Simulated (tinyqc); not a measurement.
From results back to parameters: deformation-potential model of the L valleys of a conduction band. Three cases, with inputs chosen for the exercise.

Problem. An ellipsoidal valley with ml > mt has the density-of-states mass m_d = (ml mt^2)^(1/3) and, averaged over equivalent valleys, the conductivity mass m_c = 3/(1/ml + 2/mt).

Find: K = ml/mt; mt; ml.

Method. With K = ml/mt, m_d/m_c = K^(1/3) (2 + 1/K)/3, which rises steadily for K > 1 and so fixes K; then mt = m_d K^(-1/3) and ml = K mt.

Case 1.

m_d = 0.2257724 m0
m_c = 0.1228368 m0

Solution.

K = ml/mt = 19.417
mt = 0.084 m0
ml = 1.631 m0

Case 2.

m_d = 0.2245196 m0
m_c = 0.1227849 m0

Solution.

K = ml/mt = 19.095
mt = 0.084 m0
ml = 1.604 m0

Case 3.

m_d = 0.2236561 m0
m_c = 0.1213978 m0

Solution.

K = ml/mt = 19.566
mt = 0.083 m0
ml = 1.624 m0

Computed by tinyqc, one run a case: `OMP_NUM_THREADS=1 python tinyqc.py N N+1 out.jsonl` with N = 1050716, 1050731, 1050773; one thread of a shared Intel(R) Xeon(R) Processor @ 2.30GHz, about 0.04 s a run at most.
